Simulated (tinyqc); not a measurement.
Chemical vapour deposition: Grove model, boundary layer, depletion and step coverage: one step, computed by the program tinyqc. Command: `OMP_NUM_THREADS=1 python tinyqc.py 3023209 3023210 out.jsonl cvd walk`. One thread of a shared host (Intel(R) Xeon(R) Processor @ 2.30GHz), about 0.01 s of CPU time with the checks.

A precursor diffuses to the surface and reacts there at first order; each molecule that reacts adds one formula unit of film.

Task: Growth rate at the inlet. Fluxes in series: C_s = C_g/(1 + k_s/h_g); growth rate G = k_s h_g/(k_s + h_g) C_g/N; 1 cm/s = 6e8 nm/min.

Inputs (values chosen for the exercise, close to those used for silicon dioxide from an alkoxysilane): temperature T = 780 C; film density N = 2.2e+22 formula units/cm^3.

Reactor: horizontal, atmospheric.

surface rate constant k_s = 12.97178 cm/s

mass-transfer coefficient h_g = 3.002449 cm/s

precursor density C_g = 6.968542e+16 1/cm^3

Give: ratio k_s/h_g; C_s/C_g; growth rate G at the inlet.

Result:

ratio k_s/h_g = 4.320

C_s/C_g = 0.1880

growth rate G at the inlet = 4634 nm/min

Gas transport limits the rate, so the flow pattern sets uniformity. Caution: a growth rate above 1 um/min is far higher than usual for an oxide or nitride film.
